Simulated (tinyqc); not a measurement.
# Potential step from the flux

Problem. On one interval J = (q mu Vt/hx) [nb B(d) - na B(-d)], B(d) = d/(exp(d) - 1), d = (psi_b - psi_a)/Vt. Find psi_b - psi_a, and the step at which J would vanish.

Values chosen for this exercise: temperature T = 273 K; electron mobility mu = 10900 cm^2/(V s); density at the left node na = 1.2e13 cm^-3; density at the right node nb = 6.2e15 cm^-3; node spacing hx = 87 nm.

Constants: q = 1.602176634e-19 C, kB = 1.380649e-23 J/K, Vt = kB T/q. Results are converted to the units shown.

J = 7830.0494 A/cm^2

Solution. B(d) falls and B(-d) rises with d, so J falls steadily with the step and one value matches. J = 0 needs nb/na = exp(d), the Boltzmann ratio.

psi_b - psi_a = 0.0520 V
step for J = 0 = 0.147 V

Numbers from tinyqc (`OMP_NUM_THREADS=1 python tinyqc.py 2220145 2220146 out.jsonl`; about 0.01 s on one thread of a shared Intel Xeon 2.30GHz).
